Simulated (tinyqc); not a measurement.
A ladder of methods, and size consistency: correlation methods against full CI in the sto-3g basis, for H6, spin multiplicity 1. Computed by the program tinyqc with PySCF. All electrons correlated; +Q is the Davidson correction (1 - c0^2) E_corr. The last columns treat two copies 100 angstrom apart as one system. FCI is the lowest singlet.

Geometry (angstrom):
```
atom,x,y,z
H,0.0000,0.0000,0.0000
H,0.0000,0.0000,0.9650
H,0.0000,0.0000,2.0330
H,0.0000,0.0000,2.9980
H,0.0000,0.0000,4.0670
H,0.0000,0.0000,5.0320
```

RHF energy of one = -3.171582 hartree

Correlation energies (hartree):
```
method,E_corr of one,share of FCI (%),E_corr of two at 100 angstrom,two minus twice one (mhartree)
MP2,-0.05873,63.002,-0.11746,0.000
CISD,-0.08923,95.720,-0.16722,11.237
CISD+Q,-0.09567,102.633,-0.18691,4.432
CCSD,-0.09288,99.640,-0.18576,0.000
CCSD(T),-0.09318,99.956,-0.18635,0.000
FCI,-0.09322,100.000,-,-
```

What does the comparison show, and why?

MP2 recovers 63 %, CISD 95.7 % and CCSD 99.6 % of the FCI value (c0^2 = 0.928 in CISD). MP2 and coupled cluster are size consistent, so their last column vanishes; CISD loses 11.24 mhartree, since a double excitation on each copy is a quadruple of the pair, and the Davidson correction leaves +4.43.
